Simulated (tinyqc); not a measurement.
Internal loss and injection efficiency from two cavity lengths.

Inverse problem. The differential efficiency of both facets obeys 1/eta_d = (1/eta)[1 + 2 ai Lc/ln(1/(R1 R2))]. Find eta and ai.

Inputs (values chosen for the exercise): front reflectance R1 = 0.05; back reflectance R2 = 0.3.

differential efficiency at Lc = 1000 and 2500 um: 0.47418281  0.31955302

Solution. 1/eta_d is linear in Lc: the intercept is 1/eta, and slope over intercept is 2 ai/ln(1/(R1 R2)).

eta = 0.7000
ai = 10.00 1/cm

Computed by the program tinyqc: `OMP_NUM_THREADS=1 python tinyqc.py 2840135 2840136 out.jsonl`, one thread of a shared Intel Xeon 2.30GHz, about 0.02 s for the whole run.
